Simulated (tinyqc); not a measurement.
Hexagonal on-chip spiral inductor, lumped pi model: two steps of the calculation.

Outer diameter do = di + 2 n wd + 2 (n - 1) sp, mean da = (do + di)/2, fill p = (do - di)/(do + di), length l = 3.464 n da. L = 2.33 mu0 n^2 da/(1 + 3.82 p), mu0 = 4 pi 1e-7 H/m. Rs = rho l/(wd delta (1 - exp(-th/delta))), delta = sqrt(rho/(pi f mu0)). Cs = n wd^2 eps0 eo/hu across the coil. At each end Cox = l wd eps0 eo/(2 ho) leads to the substrate branch Rsi = 2 rs he/(l wd) in parallel with Csi = l wd eps0 11.7/(2 he). With one end grounded Y = 1/(Rs + i w L) + i w Cs + 1/[1/(i w Cox) + 1/(1/Rsi + i w Csi)], w = 2 pi f; Q = -Im Y/Re Y. Eddy currents in neighbouring turns and in the substrate are left out.

Inputs (values chosen for the exercise); values of the order met in silicon radio-frequency processes:
```
symbol  value     unit                                     meaning
n         1.5                                      number of turns
wd          8       um                                  line width
sp        1.5       um                         space between turns
di         80       um                              inner diameter
th        0.9       um                             metal thickness
rho       2.2  uohm cm                           metal resistivity
ho        3.6       um                        oxide below the coil
hu          1       um            oxide between coil and underpass
eo        4.1                   relative permittivity of the oxide
rs         10   ohm cm                       substrate resistivity
he         50       um  effective spreading depth in the substrate
f         2.2      GHz                                   frequency
```

Constants: eps0 = 8.8541878128e-12 F/m. Results are converted to the units shown.

Task 1. Geometry and model elements. do, l, L, delta, Rs, Cs, Cox, Rsi and Csi as defined.

Find: do; l; L; delta; Rs; Cs; Cox; Rsi; Csi.

Result 1.

do = 105.50 um
l = 481.93 um
L = 0.40064 nH
delta = 1.5915 um
Rs = 1.9280 ohm
Cs = 3.4850 fF
Cox = 19.439 fF
Rsi = 2593.7 ohm
Csi = 3.9940 fF

Task 2. Admittance, quality factor and apparent inductance. Series branch 1/(Rs + i w L), substrate branch, total Y, Q = -Im Y/Re Y, apparent inductance Im(1/Y)/w, metal-only value w L/Rs, share of the loss in the substrate Re(substrate branch)/Re Y.

L = 0.40064326 nH
Rs = 1.9279507 ohm
Cs = 3.4850083 fF
Cox = 19.438965 fF
Rsi = 2593.7431 ohm
Csi = 3.9939961 fF

Wanted: series branch; substrate branch; Y; Q; apparent inductance; w L/Rs; share of the loss in the substrate.

Result 2.

series branch = 56.1-161.0i mS
substrate branch = 0.1098+0.1765i mS
Y = 56.2-160.8i mS
Q = 2.863
apparent inductance = 0.4009 nH
w L/Rs = 2.873
share of the loss in the substrate = 0.1954 %

Q is 99.7 % of the metal-only value.

Numbers from tinyqc (`OMP_NUM_THREADS=1 python tinyqc.py 2302003 2302004 out.jsonl`; about 0.01 s on one thread of a shared Intel Xeon 2.30GHz).
